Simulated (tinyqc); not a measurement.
Donor or exciton in a quantum well (variational effective-mass method). The trial binding against the radius. Computed by tinyqc, a small Python program. Command: `OMP_NUM_THREADS=1 python tinyqc.py 3025358 3025359 out.jsonl welldonor sweep`. One thread of a shared host (Intel(R) Xeon(R) Processor @ 2.30GHz), about 0.1 s of CPU time with the checks.

H = -nabla^2 - 2/|r - r_i| + V(z) in effective units; trial function psi = f(z) exp(-|r - r_i|/lambda), f the ground state of the well. Mass and screening are the same in well and barrier; l = L/a* is the width in effective units. Bands are flat: no polarisation or applied field.

Inputs (values chosen for the exercise, modelled on InAs):
```
quantity                               value  unit
electron mass m                       0.0269   m_0
dielectric constant eps                 15.6     -
well width L                              64    nm
donor position z_i/L from the centre     0.5     -
barrier height V_0                       0.3    eV
```

Centre: donor. Barriers: finite.

Constants: Ry = 13.605693123 eV; a_0 = 0.529177210903 angstrom.

Method:
- Ry* = Ry m/eps^2, a* = a_0 eps/m; l = L/a*.
- k solves k tan(k l/2) = sqrt(v - k^2), v = V_0/Ry*, 0 < k l/2 < pi/2 (bisection); f = cos(k z) inside and cos(k l/2) exp(-kappa (|z| - l/2)) outside, kappa = sqrt(v - k^2); subband energy k^2 Ry*.
- Binding E_b(lambda) = -1/lambda^2 + 4 A/(lambda B), with A = int f^2 exp(-2 s/lambda) dz, B = int f^2 exp(-2 s/lambda)(1 + 2 s/lambda) dz and s = |z - z_i|; 40 Gauss-Legendre points on each piece between the walls at z = -l/2 and l/2 and z_i, and out to 12/(kappa + 1/lambda) beyond the walls.

One run for each value:
```
trial radius lambda (a*)  E_b(lambda) (Ry*)   B (a*)
0.4                                 -3.0871  0.10896
0.6                                 -0.4974  0.23187
0.8                                  0.3028  0.35736
1.0                                  0.6166  0.46909
1.2                                  0.7511  0.56327
1.4                                  0.8072  0.64104
1.6                                  0.8253  0.70498
1.8                                  0.8239  0.75766
2.0                                  0.8121  0.80130
```

Over the rows, E_b(lambda) (Ry*) goes from -3.09 through a maximum among these rows, 0.825 at 1.60, to 0.812; B (a*) rises from 0.109 to 0.801 (exponent d ln y / d ln x 1.9 between the first rows and 0.53 between the last). A small radius costs kinetic energy as 1/lambda^2 and a large one loses attraction.

Extremes, crossings and ranges named in words are read from the listed rows.
